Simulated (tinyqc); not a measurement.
Relaxation at fixed composition: composition and strain of an epitaxial Si(1-x)Ge(x) layer from Raman and X-ray peaks. Computed by tinyqc, a small Python program. Command: `OMP_NUM_THREADS=1 python tinyqc.py 3028975 3028976 out.jsonl epiraman walk`. One thread of a shared host (Intel(R) Xeon(R) Processor @ 2.30GHz), about 0.01 s of CPU time with the checks.

A (001) layer, biaxially strained in the plane. The Raman peaks follow empirical lines omega = w0 + c1 x + c3 x^3 + b eps (c3 for Si-Ge alone), with eps the in-plane strain.

Inputs (values chosen for the exercise, modelled on silicon-germanium):

| quantity | value | unit |
|---|---|---|
| Ge fraction x | 0.65 | - |
| lattice constant of Si | 5.431 | angstrom |
| lattice constant of Ge | 5.658 | angstrom |
| bowing B | 0.026 | angstrom |
| 2 C12/C11 of Si | 0.767 | - |
| 2 C12/C11 of Ge | 0.752 | - |
| Si-Si: w0 | 520.5 | 1/cm |
| Si-Si: c1 | -67.7 | 1/cm |
| Si-Si: strain coefficient b | -771 | 1/cm |
| Ge-Ge: w0 | 280.4 | 1/cm |
| Ge-Ge: c1 | 19.1 | 1/cm |
| Ge-Ge: strain coefficient b | -422 | 1/cm |
| X-ray wavelength | 1.540598 | angstrom |

Substrate: silicon.

Method:
- Relaxed lattice constant a(x) = a_Si + (a_Ge - a_Si) x - B x (1 - x).
- In-plane constant a_par = a_sub + R (a(x) - a_sub); eps = a_par/a(x) - 1; eps_perp = -(2 C12/C11) eps with 2 C12/C11 linear in x; a_perp = a(x) (1 + eps_perp).
- (004) Bragg angle theta = arcsin(2 lambda/a), with a = a_perp for the layer and a_sub for the substrate; separation = layer less substrate. The apparent x is the one that a fully strained layer (R = 0) would need to give the same a_perp.

Signatures:

| R | eps (per mille) | Si-Si (1/cm) | Ge-Ge (1/cm) | a_perp (angstrom) | (004) separation (arcsec) | apparent x if R = 0 is assumed |
|---|---|---|---|---|---|---|
| 0.00 | -25.416 | 496.09 | 303.54 | 5.6799 | -6164.4 | 0.65000 |
| 0.15 | -21.604 | 493.15 | 301.93 | 5.6638 | -5785.8 | 0.61065 |
| 0.30 | -17.791 | 490.21 | 300.32 | 5.6477 | -5404.6 | 0.57097 |
| 0.50 | -12.708 | 486.29 | 298.18 | 5.6263 | -4892.3 | 0.51755 |
| 0.70 | -7.625 | 482.37 | 296.03 | 5.6048 | -4375.2 | 0.46352 |
| 0.85 | -3.812 | 479.43 | 294.42 | 5.5887 | -3984.2 | 0.42258 |
| 1.00 | 0.000 | 476.50 | 292.81 | 5.5726 | -3590.4 | 0.38127 |

What does the comparison show, and why?

Full relaxation moves the Si-Si peak by -19.60 per cm and shrinks the X-ray separation to 58 % of its strained value, about 1/(1 + 2 C12/C11). A symmetric reflection alone cannot part x from R: a relaxed layer read as strained gives x = 0.381 in place of 0.65. An asymmetric reflection or a second peak is needed.

Extremes, crossings and ranges named in words are read from the listed rows.
